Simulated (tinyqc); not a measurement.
Gain of the pnp from the holding current.

Problem. On state with both base-emitter voltages at Von: npn base current Ib = (Von/Rs + bp Von/Rw)/(bn bp - 1), holding current Ih = (bn + 1) Ib + Von/Rs. Find bp.

Parameters, values chosen for the exercise: current gain of the npn bn = 2.8; substrate resistance shunting the npn Rs = 600 ohm; well resistance shunting the pnp Rw = 700 ohm; base-emitter voltage in the on state Von = 0.82 V.

Ih = 3.9481481 mA

Answer. Ih gives Ib, and Ib (bn bp - 1) = Von/Rs + bp Von/Rw is linear in bp.

bp = 2.800

Program tinyqc, `OMP_NUM_THREADS=1 python tinyqc.py 2670104 2670105 out.jsonl`; Intel Xeon 2.30GHz, shared host, one thread, about 0.06 s.
